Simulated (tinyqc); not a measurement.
Inside a calculation. Method: Pariser-Parr-Pople SCF with singles CI, for the molecule [CH2+]c1ccccc1 (SMILES; centres numbered as the heavy atoms are written). Computed by tinyqc, a small Python program that keeps every step. Settings: charge = 1, gamma = MN, start = core, damping = 0.3, iteration cap = 63, excitations kept = 9. Command: `OMP_NUM_THREADS=1 python tinyqc.py 21798 21799 out.jsonl` (the two numbers bound the seeds that draw the settings). One thread of a shared host (Intel(R) Xeon(R) Processor @ 2.60GHz), about 0.01 s of CPU time with the checks. Later iterations appear only in the table of the cycle.

## PPP integrals

Centres (angstrom, eV; a flat drawing with bonds scaled to 1.40 angstrom):
```
centre         x         y  core charge z         W  gamma_rr
1C       2.40000   0.00000              1  11.16000  11.13000
2C       1.00000   0.00000              1  11.16000  11.13000
3C       0.30000   1.21200              1  11.16000  11.13000
4C      -1.10000   1.21200              1  11.16000  11.13000
5C      -1.80000   0.00000              1  11.16000  11.13000
6C      -1.10000  -1.21200              1  11.16000  11.13000
7C       0.30000  -1.21200              1  11.16000  11.13000
```

Resonance integrals (eV):
```
i  j      beta
1  2  -2.14000
2  3  -2.14000
3  4  -2.14000
4  5  -2.14000
5  6  -2.14000
6  7  -2.14000
7  2  -2.14000
```

Mataga-Nishimoto: gamma = 14.399645/(R + a), a = 2 x 14.399645/(gamma_rr + gamma_ss); H_rr = -W_r - sum_(s != r) z_s gamma_rs; H_rs = beta for bonds.

repulsion gamma_rs (eV), order 1C, 2C, 3C, 4C, 5C, 6C, 7C:
$$\begin{pmatrix}
11.13000 & 5.34554 & 3.87251 & 2.88127 & 2.62109 & 2.88127 & 3.87251 \\
5.34554 & 11.13000 & 5.34629 & 3.87251 & 3.51745 & 3.87251 & 5.34629 \\
3.87251 & 5.34629 & 11.13000 & 5.34554 & 3.87251 & 3.51810 & 3.87320 \\
2.88127 & 3.87251 & 5.34554 & 11.13000 & 5.34629 & 3.87320 & 3.51810 \\
2.62109 & 3.51745 & 3.87251 & 5.34629 & 11.13000 & 5.34629 & 3.87251 \\
2.88127 & 3.87251 & 3.51810 & 3.87320 & 5.34629 & 11.13000 & 5.34554 \\
3.87251 & 5.34629 & 3.87320 & 3.51810 & 3.87251 & 5.34554 & 11.13000
\end{pmatrix}$$

core matrix H (eV), order 1C, 2C, 3C, 4C, 5C, 6C, 7C:
$$\begin{pmatrix}
-32.63419 & -2.14000 & 0.00000 & 0.00000 & 0.00000 & 0.00000 & 0.00000 \\
-2.14000 & -38.46060 & -2.14000 & 0.00000 & 0.00000 & 0.00000 & -2.14000 \\
0.00000 & -2.14000 & -36.98815 & -2.14000 & 0.00000 & 0.00000 & 0.00000 \\
0.00000 & 0.00000 & -2.14000 & -35.99691 & -2.14000 & 0.00000 & 0.00000 \\
0.00000 & 0.00000 & 0.00000 & -2.14000 & -35.73615 & -2.14000 & 0.00000 \\
0.00000 & 0.00000 & 0.00000 & 0.00000 & -2.14000 & -35.99691 & -2.14000 \\
0.00000 & -2.14000 & 0.00000 & 0.00000 & 0.00000 & -2.14000 & -36.98815
\end{pmatrix}$$

## Starting guess

pi electrons, sum of z_r less the charge = 6

Orbitals of the core matrix H.

P at the start, order 1C, 2C, 3C, 4C, 5C, 6C, 7C:
$$\begin{pmatrix}
0.09823 & 0.35781 & 0.13405 & -0.06018 & -0.12487 & -0.06018 & 0.13405 \\
0.35781 & 1.34051 & 0.57036 & -0.08538 & -0.30136 & -0.08538 & 0.57036 \\
0.13405 & 0.57036 & 0.97713 & 0.70085 & 0.16888 & -0.27337 & -0.24850 \\
-0.06018 & -0.08538 & 0.70085 & 0.90676 & 0.63004 & 0.13239 & -0.27337 \\
-0.12487 & -0.30136 & 0.16888 & 0.63004 & 0.79349 & 0.63004 & 0.16888 \\
-0.06018 & -0.08538 & -0.27337 & 0.13239 & 0.63004 & 0.90676 & 0.70085 \\
0.13405 & 0.57036 & -0.24850 & -0.27337 & 0.16888 & 0.70085 & 0.97713
\end{pmatrix}$$

## Iteration 1: Fock matrix

F_rr = H_rr + P_rr gamma_rr / 2 + sum_(s != r) P_ss gamma_rs; F_rs = H_rs - P_rs gamma_rs / 2; E = tr P (H + F) / 2 + core repulsion sum_(r<s) z_r z_s gamma_rs.

F (eV), order 1C, 2C, 3C, 4C, 5C, 6C, 7C:
$$\begin{pmatrix}
-10.04891 & -3.09634 & -0.25956 & 0.08670 & 0.16364 & 0.08670 & -0.25956 \\
-3.09634 & -10.21365 & -3.66466 & 0.16532 & 0.53001 & 0.16532 & -3.66466 \\
-0.25956 & -3.66466 & -9.10871 & -4.01321 & -0.32700 & 0.48086 & 0.48125 \\
0.08670 & 0.16532 & -4.01321 & -9.06143 & -3.82419 & -0.25638 & 0.48086 \\
0.16364 & 0.53001 & -0.32700 & -3.82419 & -9.08424 & -3.82419 & -0.32700 \\
0.08670 & 0.16532 & 0.48086 & -0.25638 & -3.82419 & -9.06143 & -4.01321 \\
-0.25956 & -3.66466 & 0.48125 & 0.48086 & -0.32700 & -4.01321 & -9.10871
\end{pmatrix}$$

pi energy = -76.51250 eV

## Iteration 1: orbitals and new P

Diagonalise F (the basis is taken as orthonormal) and form P = 2 sum c c over the lowest orbitals; 0.3 of the old P is kept.

orbital energies (eV): [-16.82521, -14.61769, -13.70868, -9.17736, -4.68633, -4.68328, -1.98855]

P after iteration 1, order 1C, 2C, 3C, 4C, 5C, 6C, 7C:
$$\begin{pmatrix}
0.33170 & 0.57020 & 0.22841 & -0.09624 & -0.22315 & -0.09624 & 0.22841 \\
0.57020 & 1.14657 & 0.52423 & -0.03704 & -0.24578 & -0.03704 & 0.52423 \\
0.22841 & 0.52423 & 0.90921 & 0.70788 & 0.17045 & -0.28173 & -0.21938 \\
-0.09624 & -0.03704 & 0.70788 & 0.94163 & 0.62990 & 0.07021 & -0.28173 \\
-0.22315 & -0.24578 & 0.17045 & 0.62990 & 0.82005 & 0.62990 & 0.17045 \\
-0.09624 & -0.03704 & -0.28173 & 0.07021 & 0.62990 & 0.94163 & 0.70788 \\
0.22841 & 0.52423 & -0.21938 & -0.28173 & 0.17045 & 0.70788 & 0.90921
\end{pmatrix}$$

## Iteration 2: Fock matrix

As before.

F (eV), order 1C, 2C, 3C, 4C, 5C, 6C, 7C:
$$\begin{pmatrix}
-10.04178 & -3.66402 & -0.44227 & 0.13865 & 0.29245 & 0.13865 & -0.44227 \\
-3.66402 & -10.40759 & -3.54134 & 0.07172 & 0.43225 & 0.07172 & -3.54134 \\
-0.44227 & -3.54134 & -9.47052 & -4.03201 & -0.33003 & 0.49557 & 0.42485 \\
0.13865 & 0.07172 & -4.03201 & -9.27066 & -3.82381 & -0.13598 & 0.49557 \\
0.29245 & 0.43225 & -0.33003 & -3.82381 & -9.15984 & -3.82381 & -0.33003 \\
0.13865 & 0.07172 & 0.49557 & -0.13598 & -3.82381 & -9.27066 & -4.03201 \\
-0.44227 & -3.54134 & 0.42485 & 0.49557 & -0.33003 & -4.03201 & -9.47052
\end{pmatrix}$$

pi energy = -77.44458 eV

## Iteration 2: orbitals and new P

As before.

orbital energies (eV): [-17.24942, -14.90220, -14.05856, -8.82524, -4.97150, -4.79559, -2.28907]

P after iteration 2, order 1C, 2C, 3C, 4C, 5C, 6C, 7C:
$$\begin{pmatrix}
0.46058 & 0.66645 & 0.26201 & -0.11575 & -0.26630 & -0.11575 & 0.26201 \\
0.66645 & 1.06295 & 0.49252 & -0.01700 & -0.21289 & -0.01700 & 0.49252 \\
0.26201 & 0.49252 & 0.87968 & 0.71581 & 0.18291 & -0.27862 & -0.21750 \\
-0.11575 & -0.01700 & 0.71581 & 0.95082 & 0.62435 & 0.04799 & -0.27862 \\
-0.26630 & -0.21289 & 0.18291 & 0.62435 & 0.81547 & 0.62435 & 0.18291 \\
-0.11575 & -0.01700 & -0.27862 & 0.04799 & 0.62435 & 0.95082 & 0.71581 \\
0.26201 & 0.49252 & -0.21750 & -0.27862 & 0.18291 & 0.71581 & 0.87968
\end{pmatrix}$$

## Iteration 3: Fock matrix

As before.

F (eV), order 1C, 2C, 3C, 4C, 5C, 6C, 7C:
$$\begin{pmatrix}
-9.95931 & -3.92128 & -0.50732 & 0.16675 & 0.34900 & 0.16675 & -0.50732 \\
-3.92128 & -10.44468 & -3.45658 & 0.03291 & 0.37442 & 0.03291 & -3.45658 \\
-0.50732 & -3.45658 & -9.63347 & -4.05319 & -0.35416 & 0.49010 & 0.42120 \\
0.16675 & 0.03291 & -4.05319 & -9.42264 & -3.80899 & -0.09294 & 0.49010 \\
0.34900 & 0.37442 & -0.35416 & -3.80899 & -9.27210 & -3.80899 & -0.35416 \\
0.16675 & 0.03291 & 0.49010 & -0.09294 & -3.80899 & -9.42264 & -4.05319 \\
-0.50732 & -3.45658 & 0.42120 & 0.49010 & -0.35416 & -4.05319 & -9.63347
\end{pmatrix}$$

pi energy = -77.83386 eV

## Iteration 3: orbitals and new P

As before.

orbital energies (eV): [-17.42604, -15.03014, -14.24992, -8.63981, -5.13445, -4.85444, -2.45352]

P after iteration 3, order 1C, 2C, 3C, 4C, 5C, 6C, 7C:
$$\begin{pmatrix}
0.52114 & 0.70703 & 0.27249 & -0.12400 & -0.28292 & -0.12400 & 0.27249 \\
0.70703 & 1.03025 & 0.47546 & -0.00935 & -0.19770 & -0.00935 & 0.47546 \\
0.27249 & 0.47546 & 0.86613 & 0.72113 & 0.19218 & -0.27498 & -0.21870 \\
-0.12400 & -0.00935 & 0.72113 & 0.95370 & 0.62017 & 0.03853 & -0.27498 \\
-0.28292 & -0.19770 & 0.19218 & 0.62017 & 0.80895 & 0.62017 & 0.19218 \\
-0.12400 & -0.00935 & -0.27498 & 0.03853 & 0.62017 & 0.95370 & 0.72113 \\
0.27249 & 0.47546 & -0.21870 & -0.27498 & 0.19218 & 0.72113 & 0.86613
\end{pmatrix}$$

## Convergence

Stop when output and input P, before any damping, agree to 1e-7.

Course of the cycle:
```
iteration       E (eV)  largest |P(out) - P(in)|
1          -76.5125016                  3.34e-01
2          -77.4445833                  1.84e-01
3          -77.8338620                  8.65e-02
4          -77.9699981                  3.81e-02
5          -78.0142615                  1.63e-02
6          -78.0282215                  6.99e-03
7          -78.0325688                  3.03e-03
8          -78.0339160                  1.34e-03
9          -78.0343329                  6.14e-04
10         -78.0344620                  2.91e-04
11         -78.0345020                  1.45e-04
...                ...                       ...
16         -78.0345201                  1.09e-05
17         -78.0345201                  6.52e-06
18         -78.0345201                  3.90e-06
19         -78.0345201                  2.33e-06
20         -78.0345201                  1.39e-06
21         -78.0345201                  8.34e-07
22         -78.0345201                  5.02e-07
23         -78.0345201                  3.03e-07
24         -78.0345201                  1.83e-07
25         -78.0345201                  1.10e-07
26         -78.0345201                  6.65e-08
```

Converged in 26 iterations.

## Converged orbitals

Charges are z - P_rr.

orbital energies (eV): [-17.52995, -15.11588, -14.41507, -8.50225, -5.27146, -4.89342, -2.59256]

coefficients, order 1C, 2C, 3C, 4C, 5C, 6C, 7C:
$$\begin{pmatrix}
0.31782 & -0.42777 & 0.00000 & 0.72021 & 0.00000 & -0.40834 & -0.17478 \\
0.54725 & -0.45522 & 0.00000 & -0.09312 & 0.00000 & 0.56375 & 0.40843 \\
0.39751 & -0.02588 & 0.51743 & -0.39302 & -0.48194 & -0.19061 & -0.38797 \\
0.31405 & 0.38415 & 0.48194 & 0.02578 & 0.51743 & -0.28886 & 0.41195 \\
0.29365 & 0.55974 & 0.00000 & 0.40295 & 0.00000 & 0.52526 & -0.40273 \\
0.31405 & 0.38415 & -0.48194 & 0.02578 & -0.51743 & -0.28886 & 0.41195 \\
0.39751 & -0.02588 & -0.51743 & -0.39302 & 0.48194 & -0.19061 & -0.38797
\end{pmatrix}$$

pi charges: 1C 0.43200, 2C -0.01341, 3C 0.14718, 4C 0.04307, 5C 0.20092, 6C 0.04307, 7C 0.14718

## Singles CI, singlets

Over the 9 single excitations with the smallest orbital gaps: A = (e_a - e_i) delta + 2 (ia|jb) - (ij|ab), with (pq|rs) = sum c_mp c_mq gamma_mn c_nr c_ns. f = 2/3 w |mu|^2 in atomic units, mu = sqrt2 sum c_ia sum_m c_mi c_ma R_m.

singlet CI matrix (eV):
```
          3>4       2>4      1>4      3>5       3>6       2>5       2>6       3>7
3>4   2.64588   0.00000  0.00000  0.00000   0.19056  -0.42282   0.00000   0.31237
2>4   0.00000   4.15715  0.05081  0.44568   0.00000   0.00000  -0.07764   0.00000
1>4   0.00000   0.05081  5.63796  0.31933   0.00000   0.00000   0.22676   0.00000
3>5   0.00000   0.44568  0.31933  6.23896   0.00000   0.00000   0.27698   0.00000
3>6   0.19056   0.00000  0.00000  0.00000   5.84048  -0.64493   0.00000  -0.02378
2>5  -0.42282   0.00000  0.00000  0.00000  -0.64493   6.21463   0.00000   0.14675
2>6   0.00000  -0.07764  0.22676  0.27698   0.00000   0.00000   7.08568   0.00000
3>7   0.31237   0.00000  0.00000  0.00000  -0.02378   0.14675   0.00000   8.11560
1>5   0.22097   0.00000  0.00000  0.00000   0.08525   0.08263   0.00000   0.24626

         1>5
3>4  0.22097
2>4  0.00000
1>4  0.00000
3>5  0.00000
3>6  0.08525
2>5  0.08263
2>6  0.00000
3>7  0.24626
1>5  8.48124
```

singlet excitation energies (eV): [2.56544, 4.05994, 5.35502, 5.50136, 6.32600, 6.74192, 7.23244, 8.00464, 8.63082]

oscillator strengths: [0.06424, 0.64685, 0.01859, 0.22541, 0.57910, 0.75469, 0.14636, 0.00738, 0.00880]

## Singles CI, triplets

Over the 9 single excitations with the smallest orbital gaps: A = (e_a - e_i) delta - (ij|ab), with (pq|rs) = sum c_mp c_mq gamma_mn c_nr c_ns.

triplet CI matrix (eV):
```
          3>4       2>4       1>4       3>5       3>6       2>5       2>6       3>7
3>4   1.47794   0.00000   0.00000   0.00000  -0.53941  -0.12654   0.00000  -0.63085
2>4   0.00000   1.69528   0.75082  -0.12654   0.00000   0.00000  -0.19401   0.00000
1>4   0.00000   0.75082   4.04261  -0.70953   0.00000   0.00000  -0.95704   0.00000
3>5   0.00000  -0.12654  -0.70953   3.18462   0.00000   0.00000   0.34998   0.00000
3>6  -0.53941   0.00000   0.00000   0.00000   4.79482   0.34998   0.00000   0.14264
2>5  -0.12654   0.00000   0.00000   0.00000   0.34998   5.02705   0.00000  -0.65249
2>6   0.00000  -0.19401  -0.95704   0.34998   0.00000   0.00000   4.73878   0.00000
3>7  -0.63085   0.00000   0.00000   0.00000   0.14264  -0.65249   0.00000   6.38434
1>5  -0.70953   0.00000   0.00000   0.00000   0.11563  -0.52202   0.00000  -1.29007

          1>5
3>4  -0.70953
2>4   0.00000
1>4   0.00000
3>5   0.00000
3>6   0.11563
2>5  -0.52202
2>6   0.00000
3>7  -1.29007
1>5   7.10453
```

triplet excitation energies (eV): [1.18041, 1.46967, 2.82006, 3.65932, 4.15601, 5.19554, 5.71224, 6.16715, 8.08957]
